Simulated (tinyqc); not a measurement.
Worked calculation: recursion (Haydock) method for the local density of states: impurity site of a cubic lattice. Values are carried at full precision from step to step, so a last printed digit may differ when a step is redone from the rounded ones.

One orbital a site at energy 0, hopping -t to the 6 nearest neighbours of a cubic lattice; the start u0 is a site in the bulk, with energy V. Recursion: a_n = <u_n|H|u_n>, b_(n+1) u_(n+1) = (H - a_n) u_n - b_n u_(n-1), b > 0. G(z) = 1/(z - a0 - b1^2/(z - a1 - b2^2/(...))), z = E + i eta. After n levels the tail is b_n^2 T with the square-root terminator T = (z - sqrt(z - 2b) sqrt(z + 2b))/(2 b^2), b = 3t so that the band edges lie at -/+ 6t.

Parameters, chosen for this exercise: t = 1.06 eV (hopping); V = 3.2 eV (shift of the starting site); n = 4 (levels kept); E = 1.83 eV (energy); eta = 0.053 eV (broadening).

## The coefficients

Carry the recursion for n levels; the lattice is large enough that no wall is met.

Coefficients:
```
n  a_n (eV)  b_(n+1) (eV)  b_(n+1)^2/t^2
0    3.2000       2.59646         6.0000
1    0.0000       3.18000         9.0000
2    0.0000       3.25757         9.4444
3    0.0000       3.10049         8.5556
```

b1^2/t^2 = 6 counts the neighbours of the start. Only a0 = V differs from zero: u_n lies on one sublattice and is orthogonal to the start. The b_n tend to a quarter of the band width, 3.180 eV.

## Moments from the coefficients

For a1 = a2 = 0: mu1 = a0, mu2 = a0^2 + b1^2, mu3 = a0^3 + 2 a0 b1^2, mu4 = a0^4 + 3 a0^2 b1^2 + b1^4 + b1^2 b2^2.

mu1 to mu4 (eV^n): [3.200, 16.982, 75.914, 425.582]

## The continued fraction at one energy

Start from the terminator and work up: G_i = 1/(z - a_i - S_i), S_i = b_(i+1)^2 G_(i+1), with T in place of G_n. The density is -Im G_0/pi.

Levels of the fraction:
```
i        S_i (eV)       G_i (1/eV)
3  0.8622-2.8700i   0.1021-0.3083i
2  1.0832-3.2718i   0.0643-0.2863i
1  0.6504-2.8955i   0.1170-0.2924i
0  0.7886-1.9710i  -0.2465-0.2312i
```

local density of states = 0.0736 1/eV

A direct sum over the zone gives 0.0686 1/eV at the same z; 4 levels miss it by +7.2 %.

## Checks

- G from 7 levels against a direct sum over the zone at E = 13.3760 eV, above the band (1/eV): both 0.10374.

Run: tinyqc, `OMP_NUM_THREADS=1 python tinyqc.py 1481488 1481489 out.jsonl`; Intel(R) Xeon(R) Processor @ 2.30GHz, one thread, shared host; about 0.2 s of CPU time with all checks.
